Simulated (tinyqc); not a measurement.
# Inputs raised by 2 %, one at a time

Model: the 3-omega method: a line heater on a substrate with a thin film. Computed by tinyqc, a small Python program. Command: `OMP_NUM_THREADS=1 python tinyqc.py 3020233 3020234 out.jsonl threeomega sens`. One thread of a shared host (Intel(R) Xeon(R) Processor @ 2.30GHz), about 0.02 s of CPU time with the checks.

A current at angular frequency omega = 2 pi f heats the line at 2 omega with the amplitude P per length; the temperature swing Delta T at 2 omega gives a voltage at 3 omega. The substrate is taken as semi-infinite and isotropic, and the heat capacity of heater and film is left out.

Inputs (values chosen for the exercise, modelled on alumina on gallium oxide):

| quantity | value | unit |
|---|---|---|
| substrate conductivity kappa | 21.6 | W/(m K) |
| substrate heat capacity C | 3.28 | 1e6 J/(m^3 K) |
| heater half-width b | 2.2 | micrometre |
| power amplitude per length P | 13 | W/m |
| current frequency f | 39 | Hz |
| film thickness t | 51 | nm |
| film conductivity kappa_f | 1.7 | W/(m K) |
| interface resistance R_i | 3.2 | m^2 K/GW |
| substrate thickness d_s | 380 | micrometre |
| temperature coefficient of resistance beta | 3.3 | 1e-3/K |
| voltage amplitude V_1 | 1.9 | V |

Method:
- D = kappa/C; q = sqrt(2 i omega/D); penetration depth 1/|q| = sqrt(D/(2 omega)).
- Delta T_s = (P/(pi kappa)) int_0^infinity (sin x/x)^2 / sqrt(x^2 + (q b)^2) dx with (q b)^2 = i |q b|^2, averaged over the heater width (12 Gauss-Legendre points on each of the pieces 0, 14 log-spaced edges from 1e-5 to 1, and multiples of pi to 40 pi; the tail adds 1/(4 (40 pi)^2)).
- For |q| b much below 1: Delta T_s = (P/(pi kappa)) [-ln(|q| b) + eta - i pi/4], eta = 3/2 - C_E = 0.92278, with Euler's C_E = 0.5772157.
- One-dimensional flow across the film: Delta T_f = P (t/kappa_f + R_i)/(2 b); total in-phase swing Delta T = Delta T_s + Delta T_f; third-harmonic amplitude V_3 = V_1 beta |Delta T|/2 with the out-of-phase part included; the apparent film conductivity is t/(t/kappa_f + R_i).

Runs:

| input moved | from | to | Delta T_f (K) | V_3 (mV) | film share of the in-phase swing | out-of-phase Delta T_s (K) |
|---|---|---|---|---|---|---|
| base run | - | - | 0.09809 | 3.2769 | 0.094832 | -0.15041 |
| substrate conductivity kappa (W/(m K)) | 21.6 | 22.032 | 0.09809 | 3.2243 | 0.096369 | -0.14746 |
| heater half-width b (micrometre) | 2.2 | 2.244 | 0.09617 | 3.2591 | 0.093489 | -0.15040 |
| power amplitude per length P (W/m) | 13 | 13.26 | 0.10005 | 3.3424 | 0.094832 | -0.15341 |
| current frequency f (Hz) | 39 | 39.78 | 0.09809 | 3.2710 | 0.095006 | -0.15040 |
| film thickness t (nm) | 51 | 52.02 | 0.09986 | 3.2824 | 0.096380 | -0.15041 |
| film conductivity kappa_f (W/(m K)) | 1.7 | 1.734 | 0.09635 | 3.2715 | 0.093308 | -0.15041 |
| interface resistance R_i (m^2 K/GW) | 3.2 | 3.264 | 0.09828 | 3.2774 | 0.094997 | -0.15041 |

Exponents ln(y'/y) / ln(x'/x):

| input | Delta T_f | V_3 | film share of the in-phase swing | out-of-phase Delta T_s |
|---|---|---|---|---|
| substrate conductivity kappa | 0.000 | -0.816 | 0.812 | -1.000 |
| heater half-width b | -1.000 | -0.274 | -0.720 | -0.001 |
| power amplitude per length P | 1.000 | 1.000 | 0.000 | 1.000 |
| current frequency f | 0.000 | -0.091 | 0.093 | 0.000 |
| film thickness t | 0.904 | 0.085 | 0.818 | 0.000 |
| film conductivity kappa_f | -0.903 | -0.083 | -0.818 | 0.000 |
| interface resistance R_i | 0.097 | 0.009 | 0.088 | 0.000 |

Which inputs matter most for each result?

Among the inputs moved here: Delta T_f answers most in size to heater half-width b (exponent -1.000), and about equally to power amplitude per length P (+1.000); its exponent is below 0.0005 for substrate conductivity kappa, current frequency f. Its exponent -1.000 in heater half-width b: the flux is P/(2b). V_3 answers most in size to power amplitude per length P (exponent +1.000), next to substrate conductivity kappa (-0.816). Its exponent +1.000 in power amplitude per length P: at fixed V_1 the swing is linear in P. film share of the in-phase swing answers most in size to film conductivity kappa_f (exponent -0.818), and about equally to film thickness t (+0.818), substrate conductivity kappa (+0.812); its exponent is below 0.0005 for power amplitude per length P. out-of-phase Delta T_s answers most in size to substrate conductivity kappa (exponent -1.000), and about equally to power amplitude per length P (+1.000); its exponent is below 0.0005 for current frequency f, film thickness t, film conductivity kappa_f, interface resistance R_i. Its exponent -1.000 in substrate conductivity kappa: the narrow-line value -P/(4 kappa). Its exponent 0.000 in current frequency f: the narrow-line value does not depend on f.

Caution (all rows): the penetration depth exceeds a fifth of the substrate thickness, so the back face is felt and the semi-infinite formula fails.
